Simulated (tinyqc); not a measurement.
# Worked calculation: lossy on-chip transmission line with skin effect

Program tinyqc, `OMP_NUM_THREADS=1 python tinyqc.py 2810229 2810230 out.jsonl`; Intel Xeon 2.30GHz, shared host, one thread, about 0.01 s. Printed values are rounded.

A uniform line in a homogeneous dielectric: c = sqrt(er)/(c0 Z0), l = Z0 sqrt(er)/c0 (c0 = 299792458 m/s), g = w c td, w = 2 pi f. The resistance joins its limits as r = sqrt(r_dc^2 + r_hf^2), with r_dc = rho/(wd th), r_hf = kr rho/(2 delta (wd + th)), delta = sqrt(rho/(pi f mu0)), mu0 = 4 pi 1e-7 H/m; this is an interpolation, and internal inductance, up to 0.05 nH/mm at low frequency, is neglected.

Values chosen for this exercise: width of the strip wd = 1.1 um; thickness of the strip th = 1.1 um; resistivity rho = 2 uohm cm; relative permittivity er = 3.5; loss tangent td = 0.002; lossless impedance sqrt(l/c) Z0 = 50 ohm; factor for crowding and the return path kr = 2; length len = 1.1 mm; source resistance Rg = 10 ohm; load resistance RL = 1000 ohm; load capacitance CL = 300 fF; frequency f = 1.6 GHz.

## Line constants

delta, r_dc, r_hf, r, l, c and g as defined.

delta = 1.779406 um
r_dc = 16.52893 ohm/mm
r_hf = 5.108956 ohm/mm
r = 17.30049 ohm/mm
l = 0.3120206 nH/mm
c = 124.8083 pF/m
g = 0.002509419 S/m

r is 1.05 times r_dc; the skin depth is 1.62 of the thickness.

## Propagation constant and impedance

gamma = sqrt((r + i w l)(g + i w c)) = alpha + i beta, Zc = sqrt((r + i w l)/(g + i w c)), roots with positive real part; loss 8.685889638 alpha in dB; phase velocity w/beta.

gamma len = 0.1048431+0.1253068i
Zc = 90.94170-75.78144i ohm
loss = 0.8278686 dB/mm
phase velocity over c0 = 0.2943726
r/(w l) = 5.515376

r exceeds w l, so the line behaves mainly as an RC line at this frequency.

## Reflection, input impedance and transfer

ZL = 1/(1/RL + i w CL); reflection (ZL - Zc)/(ZL + Zc); Zin = Zc (ZL + Zc tanh(gamma len))/(Zc + ZL tanh(gamma len)); H = V_load/V_source = [Zin/(Zin + Rg)]/[cosh(gamma len) + (Zc/ZL) sinh(gamma len)].

ZL = 99.0508-298.7302i ohm
reflection at the load = 0.4821924-0.2229672i
Zin = 63.4093-214.8227i ohm
H = 0.9716091-0.1128712i
|H| = -0.1919513 dB
